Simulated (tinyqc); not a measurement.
Six-band Luttinger-Kohn model with strain: one step. Strain from a uniaxial [001] stress. Four cases, with inputs chosen for the exercise.

Question. s11 = (C11 + C12)/((C11 - C12)(C11 + 2 C12)), s12 = -C12/((C11 - C12)(C11 + 2 C12)), s44 = 1/C44; exx = s11 sxx + s12 (syy + szz) and cyclic, exy = s44 sxy/2; tension is positive. A uniaxial stress X along the unit vector n is s_ij = X n_i n_j.

Case 1.

Values chosen (near those of GaP; shifted at random, so the results belong to these values and not to a real crystal): C11 = 132.2 GPa; C12 = 63.6 GPa; C44 = 71.3 GPa; load = uniaxial [001] (kind of stress); X = -0.84 GPa (stress).

Case 2.

Values chosen (near those of Ge; shifted at random, so the results belong to these values and not to a real crystal): C11 = 125.4 GPa; C12 = 48 GPa; C44 = 65 GPa; load = uniaxial [001] (kind of stress); X = -1.48 GPa (stress).

Case 3.

Values chosen (near those of Si; shifted at random, so the results belong to these values and not to a real crystal): C11 = 164.6 GPa; C12 = 64.3 GPa; C44 = 81.7 GPa; load = uniaxial [001] (kind of stress); X = 2.19 GPa (stress).

Case 4.

Values chosen (near those of Ge; shifted at random, so the results belong to these values and not to a real crystal): C11 = 125.3 GPa; C12 = 48.1 GPa; C44 = 68.1 GPa; load = uniaxial [001] (kind of stress); X = -1.57 GPa (stress).

Give: s11, s12, s44; strain tensor.

Answer.

Case 1.

s11, s12, s44 (1/TPa): 11.0032  -3.5741  14.0252

strain tensor:
```
          x         y          z
x  0.003002  0.000000   0.000000
y  0.000000  0.003002   0.000000
z  0.000000  0.000000  -0.009243
```

The volume changes by -0.324 %; there is no shear in the cubic axes, so d does not enter.

Case 2.

s11, s12, s44 (1/TPa): 10.1188  -2.8011  15.3846

strain tensor:
```
          x         y          z
x  0.004146  0.000000   0.000000
y  0.000000  0.004146   0.000000
z  0.000000  0.000000  -0.014976
```

The volume changes by -0.668 %; there is no shear in the cubic axes, so d does not enter.

Case 3.

s11, s12, s44 (1/TPa): 7.7836  -2.1865  12.2399

strain tensor:
```
           x          y         z
x  -0.004788   0.000000  0.000000
y   0.000000  -0.004788  0.000000
z   0.000000   0.000000  0.017046
```

The volume changes by +0.747 %; there is no shear in the cubic axes, so d does not enter.

Case 4.

s11, s12, s44 (1/TPa): 10.1405  -2.8129  14.6843

strain tensor:
```
          x         y          z
x  0.004416  0.000000   0.000000
y  0.000000  0.004416   0.000000
z  0.000000  0.000000  -0.015921
```

The volume changes by -0.709 %; there is no shear in the cubic axes, so d does not enter.

Computed by tinyqc, one run a case: `OMP_NUM_THREADS=1 python tinyqc.py N N+1 out.jsonl` with N = 1050025, 1050086, 1051141, 1080309; one thread of a shared Intel(R) Xeon(R) Processor @ 2.30GHz, about 0.06 s a run at most.
